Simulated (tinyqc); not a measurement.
MOSFET in saturation, small-signal circuit and noise: two steps of the calculation.

Bias by the inversion coefficient IC = I/Ispec (charge-based model with velocity saturation; weak inversion below 0.1, strong above 10). Common-source circuit: gm, gds, Cgs, Cgd and Cj at the inner nodes, Rg in series with the gate; quasi-static, no source or drain resistance, no gate-body capacitance, no substrate network, no induced gate noise, so fmax is an upper estimate.

Inputs (values chosen for the exercise): temperature T = 350 K; gate length L = 65 nm; total gate width W = 80 um; gate capacitance Cox = 1.92 uF/cm^2; mobility mu = 140 cm^2/(V s); slope factor n = 1.18; velocity-saturation length Ls = 15 nm; ratio gds/gm sg = 0.043; inversion coefficient IC = 0.25; signal frequency f = 2 GHz.

Constants: q = 1.602176634e-19 C, kB = 1.380649e-23 J/K, Vt = kB T/q. Results are converted to the units shown.

Problem 1. Current, transconductance and gain. Ispec = 2 n mu Cox (W/L) Vt^2, lc = Ls/L, gms = [sqrt((lc IC + 1)^2 + 4 IC) - 1]/[2 + lc (lc IC + 1)], gm = gms Ispec/(n Vt), gds = sg gm.

Wanted: Ispec; I; gms; gm; gds; gm/I.

Solution 1.

Ispec = 710.2 uA
I = 177.6 uA
gms = 0.2030
gm = 4.051 mS
gds = 0.1742 mS
gm/I = 22.82 1/V

Problem 2. Admittance matrix. Inner admittances at w = 2 pi f: y11 = i w (Cgs + Cgd), y12 = -i w Cgd, y21 = gm - i w Cgd, y22 = gds + i w (Cgd + Cd). Invert to Z, add Rg to Z11 and invert back to Y.

gm = 4.0513760 mS
gds = 0.17420917 mS
Cgs = 44.150164 fF
Cgd = 28 fF
Cd = 36.8 fF
Rg = 5.7532051 ohm

Give: inner y; Y with Rg.

Solution 2.

inner y (mS):
```
              1             2
1  0.000+0.907i  0.000-0.352i
2  4.051-0.352i  0.174+0.814i
```

Y with Rg (mS):
```
              1              2
1  0.005+0.907i  -0.002-0.352i
2  4.049-0.373i   0.175+0.822i
```

Numbers from tinyqc (`OMP_NUM_THREADS=1 python tinyqc.py 2150061 2150062 out.jsonl`; about 0.01 s on one thread of a shared Intel Xeon 2.30GHz).
